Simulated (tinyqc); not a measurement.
Interdiffusion of a quantum well during annealing: blurred potential and shift of the confined levels: one step, computed by the program tinyqc.

A square well of width w is blurred by Fick diffusion with a constant coefficient; band offsets are linear in composition, masses are uniform, and strain and excitons are ignored.

Task: Diffusion length. D = D0 exp(-E/(k_B T)); L = sqrt(D t); share of well material at the centre erf(w/(4L)); 1 nm = 1e-7 cm. Temperatures in kelvin are T(C) + 273.15.

Inputs (values chosen for the exercise, modelled on InGaAs in InP):

| quantity | value | unit |
|---|---|---|
| well width w | 10 | nm |
| prefactor D0 | 0.16 | cm^2/s |
| activation energy E | 3.27 | eV |
| anneal temperature T | 790 | C |
| anneal time t | 870 | s |

Constants: k_B = 8.617333262e-05 eV/K.

Give: diffusivity D; diffusion length L; ratio L/w; share at the centre.

Result:

diffusivity D = 5.046e-17 cm^2/s

diffusion length L = 2.095 nm

ratio L/w = 0.2095

share at the centre = 0.9085
